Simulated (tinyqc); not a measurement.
Tight binding, kagome lattice, step by step. One step of it, computed by the program tinyqc.

Problem. Levels at K. Diagonalise the Hermitian matrix.

H(k) at K (eV), order A, B, C:
$$\begin{pmatrix}
0.000000 & -0.330000+0.571577i & -0.330000-0.571577i \\
-0.330000-0.571577i & 0.000000 & -0.330000+0.571577i \\
-0.330000+0.571577i & -0.330000-0.571577i & 0.000000
\end{pmatrix}$$

Give: eigenvalues.

Solution.

eigenvalues (eV): [-0.6600, -0.6600, 1.3200]
